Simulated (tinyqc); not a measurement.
# From conductance G back to junction spring k_b

Model: phonon transmission through an interface between two chains by Green functions. Computed by tinyqc, a small Python program. Command: `OMP_NUM_THREADS=1 python tinyqc.py 3012539 3012540 out.jsonl agf inv`. One thread of a shared host (Intel(R) Xeon(R) Processor @ 2.30GHz), about 0.03 s of CPU time with the checks.

Two semi-infinite chains (masses m_1, m_2; springs k_1, k_2), motion along the chain. The central region holds the end atom of each chain and one interlayer atom of mass m_b, joined by springs k_b. lambda = omega^2 in eV/(angstrom^2 u); nu = 15.6333042 THz x sqrt(lambda).

Inputs (values chosen for the exercise, for two model chains): mass m_1 = 29 u; spring k_1 = 9.71 eV/angstrom^2; mass m_2 = 60.6 u; spring k_2 = 11.6 eV/angstrom^2; interlayer mass m_b = 23.6 u; probe frequency / lower band top = 0.44; temperature T = 100 K.

Atoms in the interlayer: one.

Constants: nu for 1 eV/(angstrom^2 u) = 15.6333042 THz; h x 1 THz = 4.135667696 meV; k_B = 8.617333262e-05 eV/K; k_B = 1.380649e-23 J/K; h = 6.62607015e-34 J s.

Method:
- nu_max = 15.6333042 THz x 2 sqrt(k/m); impedance Z = sqrt(k m); long-wave transmission 4 Z_1 Z_2/(Z_1 + Z_2)^2; the probe frequency is the given share of the lower band top.
- In chain i, sin(q_i a/2) = nu/nu_max,i. An outgoing wave makes the next atom move as exp(i q_i a) times the end atom, so the lead adds the self-energy Sigma_i = -k_i exp(i q_i a) to the force-constant matrix; Gamma_i = -2 Im Sigma_i = 2 k_i sin(q_i a).
- A = lambda M - K - Sigma over the central atoms, with K_ii the sum of the springs at i, K_(i,i+1) = -k_b; G = inverse of A; transmission = Gamma_1 Gamma_2 |G_(first,last)|^2.
- Landauer conductance G = k_B int tau(nu) x^2 e^x/(e^x - 1)^2 d nu, x = h nu/(k_B T), from 0 to the lower band top (240 Gauss-Legendre points in s from 0 to 1, nu = nu_top sin(pi s/2)); tau is the transmission, and its thermal mean is G over the value for tau = 1 in the same window; the quantum is g_0 = pi^2 k_B^2 T/(3 h).

Problem. A run gave the result below. Find the junction spring k_b, known to lie between 2.1 and 4.9 eV/angstrom^2.

conductance G = 59.30494 pW/K

Solution.

Each step takes the trial c = (a f_b - b f_a)/(f_b - f_a), f being the result less the target and a, b, c the logarithms of the listed values; c replaces end b, the old b replaces a if the sign of f changed, and otherwise f_a is halved.

Scan of the range:
```
junction spring k_b (eV/angstrom^2)  conductance G (pW/K)
2.10                                              44.1025
2.42                                              48.3246
2.79                                              52.6888
3.21                                              57.0607
3.69                                              61.4066
4.25                                              65.7273
4.90                                              69.8744
```

False position (Illinois rule, in the logarithm of the input) inside the bracket:
```
step    end a    end b    trial  conductance G (pW/K)
1     3.21000  3.69000  3.44952               59.3097
2     3.21000  3.44952  3.44848               59.3003
3     3.44952  3.44848  3.44900               59.3049
```

Conductance G rises at every point of a 13-point scan of the range (every second point is shown), so one value fits; it is bracketed by 3.21 and 3.69. Answer: junction spring k_b = 3.449 eV/angstrom^2.
